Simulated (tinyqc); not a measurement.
Inside a calculation. Model: valence-band offset from core levels (Kraut method), with the dipole against the affinity rule.

Program tinyqc, `OMP_NUM_THREADS=1 python tinyqc.py 2410130 2410131 out.jsonl`; Intel Xeon 2.30GHz, shared host, one thread, about 0.01 s. Printed values are rounded.

Binding energies are counted downwards from the Fermi level. dEv > 0 means that the valence edge of B lies below that of A, dEc > 0 that the conduction edge of B lies above that of A; dEc + dEv = EgB - EgA. The spectra are made-up values treated as data.

Parameters, values chosen for the exercise; gaps and affinities close to those of 4H silicon carbide (A) and titanium oxide (B):

| symbol | value | unit | meaning |
|---|---|---|---|
| EgA | 3.32 | eV | gap of the substrate A |
| EgB | 3.12 | eV | gap of the overlayer B |
| chiA | 3.61 | eV | electron affinity of A |
| chiB | 3.96 | eV | electron affinity of B |
| cA | 85.28 | eV | core level of bare A |
| cB | 82.64 | eV | core level of thick B |
| vB | 2.29 | eV | valence-band maximum of thick B |
| ei | 5.4 |  | relative permittivity inside the dipole layer |
| dd | 0.23 | nm | thickness of the dipole layer |
| iA | 85.38 | eV | core level of A under a thin film of B |
| iB | 81.43 | eV | core level of B in that thin film |
| bg | 82 |  | background counts in the gap |

Constants: q = 1.602176634e-19 C, eps0 = 8.8541878128e-14 F/cm where lengths are in cm. Results are converted to the units shown.

## Valence-band maximum of bare A

| point | binding energy (eV) | counts on the leading edge |
|---|---|---|
| 0 | 1.66 | 168 |
| 1 | 1.78 | 208 |
| 2 | 1.9 | 249 |
| 3 | 2.02 | 290 |
| 4 | 2.14 | 329 |
| 5 | 2.26 | 377 |

Fit a straight line to the leading edge by least squares; the maximum vA lies where it meets the background.

slope = 345 counts/eV
intercept = -406.033 counts
vA = 1.41459 eV

## Offsets

dEv = (iB - iA) - (cB - vB) + (cA - vA), dEc = EgB - EgA - dEv.

cA - vA = 83.8654 eV
cB - vB = 80.35 eV
iB - iA = -3.95 eV
dEv = -0.434589 eV
dEc = 0.234589 eV

The alignment is type II (staggered). The valence-band offset is below the 1 eV usually asked of a gate dielectric. A rigid shift of all levels, by charging or doping, cancels in the differences.

## Interface dipole

The affinity rule gives dEc(0) = chiA - chiB; the dipole step is D = dEc - dEc(0), and two sheets of opposite charge dd apart hold N = eps0 ei |D|/(q dd).

dEc(0) = -0.35 eV
D = 0.584589 eV
N = 7.58499e13 cm^-2
field in the dipole layer = 25.4169 MV/cm

N is 0.11 elementary charges for each of about 7e14 surface atoms per cm^2.
